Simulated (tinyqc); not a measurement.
# Pillar capacitor in an array: capacitance, non-linearity, leakage and relaxation, step by step

Computed by the program tinyqc: `OMP_NUM_THREADS=1 python tinyqc.py 2102049 2102050 out.jsonl`, one thread of a shared Intel Xeon 2.30GHz, about 0.01 s for the whole run. Printed values are rounded.

A film between two metal electrodes, each interface adding a series capacitance ci. The small-signal permittivity is ek (1 + aq E^2); the field is found with the linear permittivity. Leakage J = J0 sinh(E/Ef). After a voltage step the film passes a relaxation current kr C V tt^(-nr), tt being the time in seconds. The sidewall is a coaxial capacitor with radii a = dm/2 and b = dm/2 + t, depth AR dm; the end face is left out.

Inputs (values chosen for the exercise); permittivity of the order of that of strontium titanate: relative permittivity of the film ek = 139; film thickness t = 24 nm; capacitance of each electrode interface (dead layer and screening) ci = 1000 uF/cm^2; quadratic field coefficient of the permittivity aq = -0.068 cm^2/MV^2; bias V = 0.9 V; leakage prefactor J0 = 8.8e-11 A/cm^2; field for an e-fold rise of the leakage Ef = 0.35 MV/cm; diameter of the pillar dm = 110 nm; aspect ratio, depth over diameter AR = 50; pitch of the square array pt = 220 nm; resistivity of the inner electrode rho = 420 uohm cm.

Constants: eps0 = 8.8541878128e-14 F/cm where lengths are in cm. Results are converted to the units shown.

## Planar capacitance, field and non-linearity

Planar film: Cf = eps0 ek/t, 1/C = 1/Cf + 2/ci, EOT = 3.9 eps0/C, effective permittivity C t/eps0, E = (V/t) C/Cf; quadratic coefficient [C(V)/C - 1]/V^2 with Cf (1 + aq E^2) in C(V).

Cf = 5.128050 uF/cm^2
C = 5.075991 uF/cm^2
EOT = 0.6802876 nm
effective permittivity = 137.5889
E = 0.3711930 MV/cm
quadratic coefficient = -11450.73 ppm/V^2
J = 1.118347e-10 A/cm^2

The interfaces take 1.02 % of the voltage.

## Cell capacitance, fields and time constant

Per length 1/c = ln(b/a)/(2 pi eps0 ek) + (1/a + 1/b)/(2 pi ci); cell capacitance c AR dm; per footprint over pt^2; fields c V/(2 pi eps0 ek r) at r = a and b; resistance of the inner electrode rho AR dm/(pi a^2); time constant R C/3 of the distributed line.

a = 55 nm
b = 79 nm
cell capacitance = 116.2336 fF
capacitance per footprint = 240.1520 uF/cm^2
field at a = 0.4472036 MV/cm
field at b = 0.3113442 MV/cm
R = 2.430730 kohm
R C/3 = 94.17746 ps

The array gives 47.3 times the planar capacitance per footprint; curvature makes the field at the inner electrode 1.20 times the planar value.
